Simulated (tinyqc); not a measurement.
# Gate-all-around wire with two subbands, quantum capacitance: effect of the gate voltage

phi is the Fermi level above the lowest subband edge, in volts; Vg is counted from the gate voltage at which an empty wire would have phi = 0. Both directions of motion are filled (equilibrium).

N1 = gv sqrt(2 md m0 kB T/(pi hbar^2)); n1 = N1 F(phi/Vt), n2 = g2 N1 F((phi - E2)/Vt), n = n1 + n2, F(e) = (1/sqrt(pi)) int_0^infinity u^(-1/2) du/(1 + exp(u - e)); Cq = q dn/dphi = (q N1/Vt) [F'(phi/Vt) + g2 F'((phi - E2)/Vt)]. Cox = 2 pi eps0 eox/ln(1 + tox/rw) per length; Vg = phi + q n/Cox. 1/C_G = 1/Cox + 1/(Cq); dphi/dVg = Cox/(Cox + Cq).

Inputs (values chosen for the exercise):

| symbol | value | unit | meaning |
|---|---|---|---|
| T | 300 | K | temperature |
| eox | 3.9 |  | relative permittivity of the gate insulator (close to silicon dioxide) |
| tox | 2 | nm | insulator thickness |
| md | 0.34 | m0 | mass along the wire |
| gv | 2 |  | valley degeneracy |
| E2 | 0.21 | eV | second subband above the first |
| g2 | 2 |  | orbital degeneracy of the second subband |
| rw | 2.6 | nm | radius of the wire |

Constants: q = 1.602176634e-19 C, kB = 1.380649e-23 J/K, hbar = 1.054571817e-34 J s, m0 = 9.1093837015e-31 kg, Vt = kB T/q, eps0 = 8.8541878128e-14 F/cm where lengths are in cm. Results are converted to the units shown.

The same in every row: Cox (pF/cm) = 3.803.

Effect of the gate voltage:
```
Vg (V)    phi (V)  n (cm^-1)  Cq (pF/cm)  C_G (pF/cm)  dphi/dVg  share of the second band (%)
-0.2      -0.2001       2358     0.01461      0.01455    0.9962                       0.05930
-0.04    -0.06057    4.881e5       2.837        1.625    0.5728                       0.06327
0.11    -0.006700    2.770e6       11.66        2.868    0.2459                       0.08955
0.27      0.02772    5.751e6       15.05        3.036    0.2017                        0.1633
0.42      0.05875    8.574e6       13.72        2.978    0.2170                        0.3632
0.58      0.09598    1.149e7       11.59        2.863    0.2471                         1.137
0.73       0.1333    1.416e7       12.08        2.892    0.2394                         3.795
0.89       0.1668    1.716e7       17.67        3.129    0.1771                         10.52
1.04       0.1896    2.018e7       25.23        3.305    0.1310                         18.65
1.2        0.2083    2.354e7       31.84        3.397    0.1067                         26.75
```

As Vg goes from -0.2 to 1.2, Cq moves up and down between 0.0146 and 31.8 pF/cm, C_G/Cox moves up and down between 0.00383 and 0.893 and n rises from 2360 to 2.35e7 cm^-1. Cq is below Cox for Vg = -0.2, -0.04; there the density of states limits the response dn/dVg more than the insulator does. The peak of Cq mirrors the inverse-square-root peak of the density of states at a subband edge.

tinyqc, about 0.02 s, one thread, Intel Xeon 2.30GHz (shared host): `OMP_NUM_THREADS=1 python tinyqc.py 2200057 2200058 out.jsonl`
